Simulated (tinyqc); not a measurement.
Finite-size error of a charged defect in a periodic cell: Madelung and Makov-Payne terms. Changing the charge q. Computed by tinyqc, a small Python program. Command: `OMP_NUM_THREADS=1 python tinyqc.py 3009029 3009030 out.jsonl imagecharge sweep`. One thread of a shared host (Intel(R) Xeon(R) Processor @ 2.30GHz), about 0.04 s of CPU time with the checks.

L is the cube root of the cell volume. The defect charge is a Gaussian, rho(r) = q (2 pi sigma^2)^(-3/2) exp(-r^2/2 sigma^2), repeated periodically in a uniform neutralising background and screened by a continuum. The model cell energy is E(L) = E_0 + [periodic - isolated electrostatic energy].

Inputs (values chosen for the exercise, with screening close to that of beta-Ga2O3):
```
quantity                                     value      unit
cell length L                                 14.7  angstrom
dielectric constant eps                       10.4         -
width sigma of the defect charge               2.1  angstrom
formation energy of the isolated defect E_0  2.868        eV
```

Supercell lattice: fcc. Screening: isotropic.

Constants: e^2/(4 pi eps_0) = 14.39964548 eV angstrom.

Method:
- Cell vectors: (0,1,1), (1,0,1), (1,1,0), scaled to volume L^3.
- Ewald sum for a unit point charge: scale each Cartesian component of the cell by 1/sqrt(eps_i), giving R', G' and V'; E = [ (1/2) sum erfc(eta R')/R' + (2 pi/V') sum exp(-G'^2/4 eta^2)/G'^2 - eta/sqrt(pi) - pi/(2 V' eta^2) ] e^2/(4 pi eps_0) / sqrt(eps_x eps_y eps_z), over n_i = -6..6, omitting n = (0,0,0), eta = 2/V'^(1/3). alpha = -2 E eps_g L/(e^2/(4 pi eps_0)), eps_g = (eps_x eps_y eps_z)^(1/3).
- Periodic energy of the Gaussian: (2 pi q^2/V) sum_(G != 0) exp(-sigma^2 G^2)/(G.eps.G) x e^2/(4 pi eps_0), n_i = -k..k with k = max(9, L/sigma rounded up). Isolated energy: q^2/(2 sqrt(pi) sigma) <1/(n.eps.n)> e^2/(4 pi eps_0), the mean over directions n, here 1/eps.

One run for each value:
```
charge q (e)  point-charge correction -q^2 E (eV)  finite-size error (eV)
1                                          0.1360                 -0.1239
2                                          0.5441                 -0.4958
3                                          1.2242                 -1.1155
4                                          2.1764                 -1.9831
5                                          3.4006                 -3.0986
```

What does the table show, and why?

Over the rows, point-charge correction -q^2 E (eV) rises from 0.136 to 3.40 (exponent d ln y / d ln x about 2.0 throughout); finite-size error (eV) falls from -0.124 to -3.10 (exponent d ln y / d ln x about 2.0 throughout). Every term goes as q^2.
